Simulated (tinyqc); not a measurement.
G0W0 on RHF in the sto-6g basis, for BeH2, spin multiplicity 1, step by step. One step of it, computed by the program tinyqc.

Task: G0W0 on Hartree-Fock: HOMO. W(p,q,m) = sqrt2 sum_ia (pq|ia) (X+Y)_ia,m; Sigma_c(x) = sum_(i,m) W^2/(x - e_i + w_m) + sum_(a,m) W^2/(x - e_a - w_m); solve x = e_p + Sigma_c(x) by Newton steps; Z = 1/(1 - dSigma/dx); 1 hartree = 27.211386 eV.

orbital energies (hartree): MO1 -4.601061, MO2 -0.424074, MO3 -0.383373, MO4 0.210255, MO5 0.210255, MO6 0.367430, MO7 0.721676

Two-electron integrals over orbitals (pq|rs), unique and non-zero (hartree):
```
p,q,r,s,(pq|rs)
1,1,1,1,2.280972
2,1,1,1,-0.188463
2,1,2,1,0.024494
2,2,1,1,0.462166
2,2,2,1,-0.005754
2,2,2,2,0.377140
3,1,3,1,0.005240
3,2,3,1,0.011247
3,2,3,2,0.160559
3,3,1,1,0.424592
3,3,2,1,-0.002116
3,3,2,2,0.389416
3,3,3,3,0.412545
4,1,4,1,0.016025
4,2,4,1,0.014724
4,2,4,2,0.047009
4,3,4,3,0.012697
4,4,1,1,0.570059
4,4,2,1,-0.006888
4,4,2,2,0.354638
4,4,3,3,0.337692
4,4,4,4,0.450117
5,1,5,1,0.016025
5,2,5,1,0.014724
5,2,5,2,0.047009
5,3,5,3,0.012697
5,4,5,4,0.024258
5,5,1,1,0.570059
5,5,2,1,-0.006888
5,5,2,2,0.354638
5,5,3,3,0.337692
5,5,4,4,0.401601
5,5,5,5,0.450117
6,1,1,1,-0.200526
6,1,2,1,0.026687
6,1,2,2,-0.006314
6,1,3,3,-0.002953
6,1,4,4,-0.005439
6,1,5,5,-0.005439
6,1,6,1,0.029197
6,2,1,1,0.139196
6,2,2,1,-0.006482
6,2,2,2,-0.016383
6,2,3,3,-0.041579
6,2,4,4,0.066366
6,2,5,5,0.066366
6,2,6,1,-0.005783
6,2,6,2,0.083116
6,3,3,1,-0.000525
6,3,3,2,-0.092159
6,3,6,3,0.085937
6,4,4,1,0.016288
6,4,4,2,0.046706
6,4,6,4,0.050262
6,5,5,1,0.016288
6,5,5,2,0.046706
6,5,6,5,0.050262
6,6,1,1,0.472540
6,6,2,1,-0.007248
6,6,2,2,0.379290
6,6,3,3,0.389875
6,6,4,4,0.356451
6,6,5,5,0.356451
6,6,6,1,-0.007454
6,6,6,2,-0.026517
6,6,6,6,0.395985
7,1,3,1,0.009915
7,1,3,2,0.017818
7,1,6,3,0.000180
7,1,7,1,0.018938
7,2,3,1,0.004417
7,2,3,2,-0.040831
7,2,6,3,0.062973
7,2,7,1,0.008211
7,2,7,2,0.057966
7,3,1,1,0.149775
7,3,2,1,-0.003943
7,3,2,2,-0.000755
7,3,3,3,-0.018321
7,3,4,4,0.069207
7,3,5,5,0.069207
7,3,6,1,-0.003508
7,3,6,2,0.078750
7,3,6,6,-0.019573
7,3,7,3,0.087088
7,4,4,3,0.013343
7,4,7,4,0.016921
7,5,5,3,0.013343
7,5,7,5,0.016921
7,6,3,1,0.009969
7,6,3,2,0.140536
7,6,6,3,-0.090749
7,6,7,1,0.016262
7,6,7,2,-0.048443
7,6,7,6,0.136498
7,7,1,1,0.549778
7,7,2,1,-0.007201
7,7,2,2,0.403940
7,7,3,3,0.420349
7,7,4,4,0.379161
7,7,5,5,0.379161
7,7,6,1,-0.007556
7,7,6,2,-0.020402
7,7,6,6,0.414134
7,7,7,3,0.001816
7,7,7,7,0.458008
```

excitation energies w (hartree): 0.618502  0.618502  0.721934  0.721934  0.869168  0.885441  1.282381  1.308269  4.843307  4.843307  5.026558  5.360502

X + Y:
```
,1,2,3,4,5,6,7,8,9,10,11,12
1>4,0.000000,0.000000,-0.011581,-0.000010,0.000000,0.000000,0.000000,0.000000,0.996682,0.000000,0.000000,0.000000
1>5,0.000000,0.000000,0.000010,-0.011581,0.000000,0.000000,0.000000,0.000000,0.000000,0.996682,0.000000,0.000000
1>6,0.000000,0.000000,0.000000,0.000000,0.000000,0.003105,0.000000,0.003841,0.000000,0.000000,0.994204,0.000000
1>7,0.000000,0.000000,0.000000,0.000000,0.001837,0.000000,-0.005898,0.000000,0.000000,0.000000,0.000000,0.996467
2>4,0.000000,0.000000,0.937354,0.000839,0.000000,0.000000,0.000000,0.000000,0.001623,0.000000,0.000000,0.000000
2>5,0.000000,0.000000,-0.000839,0.937354,0.000000,0.000000,0.000000,0.000000,0.000000,0.001623,0.000000,0.000000
2>6,0.000000,0.000000,0.000000,0.000000,0.000000,0.890059,0.000000,0.262359,0.000000,0.000000,-0.000754,0.000000
2>7,0.000000,0.000000,0.000000,0.000000,-0.313628,0.000000,0.909274,0.000000,0.000000,0.000000,0.000000,0.001381
3>4,0.979682,0.002807,0.000000,0.000000,0.000000,0.000000,0.000000,0.000000,0.000000,0.000000,0.000000,0.000000
3>5,-0.002807,0.979682,0.000000,0.000000,0.000000,0.000000,0.000000,0.000000,0.000000,0.000000,0.000000,0.000000
3>6,0.000000,0.000000,0.000000,0.000000,0.894070,0.000000,0.209015,0.000000,0.000000,0.000000,0.000000,0.000029
3>7,0.000000,0.000000,0.000000,0.000000,0.000000,-0.376819,0.000000,0.865195,0.000000,0.000000,-0.000663,0.000000
```

Give: The 12 largest terms at x = e_p; Newton steps; quasiparticle energy of the HOMO; Hartree-Fock value.

Result:

The 12 largest terms at x = e_p (hartree; W for the signs of X + Y given):
```
q,m,W,term
2,5,-0.0984,0.0106
7,8,0.1358,-0.0076
6,7,0.1064,-0.0056
2,7,-0.0799,0.0048
6,5,0.0807,-0.0040
3,6,-0.0426,0.0020
7,6,0.0527,-0.0014
3,8,-0.0379,0.0011
5,2,0.0176,-2.55e-04
4,1,0.0176,-2.55e-04
2,12,0.0250,1.16e-04
1,12,0.0140,2.04e-05
```

Newton steps (hartree):
```
step,x,Sigma_c(x),Z
0,-0.3834,-3.86e-04,0.9727
1,-0.3837,-3.75e-04,0.9727
2,-0.3837,-3.75e-04,0.9727
```

quasiparticle energy of the HOMO = -10.4423 eV

Hartree-Fock value = -10.4321 eV
